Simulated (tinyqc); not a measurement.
What moves the results: recursion (Haydock) method for the local density of states: impurity site of a square lattice. A value that a table varies takes the place of the one given here.

One orbital a site at energy 0, hopping -t to the 4 nearest neighbours of a square lattice; the start u0 is a site in the bulk, with energy V. Recursion: a_n = <u_n|H|u_n>, b_(n+1) u_(n+1) = (H - a_n) u_n - b_n u_(n-1), b > 0. G(z) = 1/(z - a0 - b1^2/(z - a1 - b2^2/(...))), z = E + i eta. After n levels the tail is b_n^2 T with the square-root terminator T = (z - sqrt(z - 2b) sqrt(z + 2b))/(2 b^2), b = 2t so that the band edges lie at -/+ 4t.

Reference: the closed form for a chain (bulk 1/sqrt(z^2 - 4t^2), end site (z - sqrt(z^2 - 4t^2))/(2t^2)), averaged over 400 points (j + 1/2) pi/400 in each remaining direction with z shifted by 2t cos k, then G/(1 - V G).

Values chosen for the exercise: t = 1.48 eV (hopping); V = -8.5 eV (shift of the starting site); eta = 0.074 eV (broadening); n = 6 (levels kept); E = -2.99 eV (energy).

## How many levels, and whether to terminate

Energies as fractions of the half width 4t.

Density (1/eV):
```
fraction  E (eV)  2 levels  4 levels  7 levels  7, no terminator  reference
-1.10     -6.512    0.0027    0.0027    0.0027            0.0027     0.0027
-0.90     -5.328    0.0178    0.0168    0.0166            0.0853     0.0167
-0.60     -3.552    0.0185    0.0192    0.0186            0.1662     0.0187
-0.35     -2.072    0.0143    0.0158    0.0164            0.0019     0.0159
-0.15     -0.888    0.0115    0.0112    0.0116            0.0077     0.0123
0.00       0.000    0.0099    0.0090    0.0083            0.0010     0.0069
0.15       0.888    0.0086    0.0077    0.0073            0.0012     0.0077
0.35       2.072    0.0073    0.0072    0.0078            0.0033     0.0076
0.60       3.552    0.0063    0.0071    0.0067            0.0019     0.0068
0.90       5.328    0.0051    0.0046    0.0046            0.0040     0.0047
1.10       6.512    0.0003    0.0003    0.0003            0.0003     0.0003
```

What does this show, and why?

Largest errors against the reference: 0.0030 (2 levels), 0.0021 (4), 0.0015 (7) and 0.148 without terminator, which leaves seven broadened spikes in place of a band. With seven levels the error is largest at E = 0.00 eV, at or next to a van Hove point of the lattice, which makes the b_n oscillate and converges last.

## Bound state above the band

A level solves G0(E) = 1/V for E above the band, G0 being the fraction for V = 0 with m levels and terminator; a dash: none.

Level (eV):
```
V/t  V (eV)  3 levels  7 levels
0.5   0.740         -         -
1.0   1.480         -         -
2.0   2.960    5.9827    6.0029
3.0   4.440    6.5232    6.5298
3.5   5.180    6.9584    6.9615
4.0   5.920    7.4665    7.4679
4.5   6.660    8.0263    8.0269
6.0   8.880    9.8908    9.8909
8.0  11.840   12.5908   12.5908
```

threshold V/t with 7 levels = 1.272

What does this show?

In two dimensions G0 diverges logarithmically and any V binds, but a fraction with a square-root tail has a finite edge value and sets a false threshold, V/t = 1.27 with 7 levels; well above it the levels are sound. At V = 8t three and seven levels give 12.5908 and 12.5908 eV.

## What each setting does

G at z = E + i eta with n levels and terminator. Each row changes one parameter from the base and keeps the others.

Results:
```
case            Re G (1/eV)  density (1/eV)
base                 0.1313          0.0177
t = 1.628 eV         0.1279          0.0195
V = -8 eV            0.1386          0.0202
n = 7                0.1323          0.0175
E = -2.69 eV         0.1293          0.0174
eta = 0.148 eV       0.1311          0.0178
```

How do the results move?

The largest shifts from the base row, up to three for each result and ties (the steps differ in size, so this ranks the rows, not the parameters). Re G (1/eV): V +0.0073, t -0.0034, E -0.0020. density (1/eV): V +0.0025, t +0.0019, E -0.0002, n -0.0002, eta +0.0002.

Run: tinyqc, `OMP_NUM_THREADS=1 python tinyqc.py 1451523 1451524 out.jsonl`; Intel(R) Xeon(R) Processor @ 2.30GHz, one thread, shared host; about 0.01 s of CPU time with all checks.
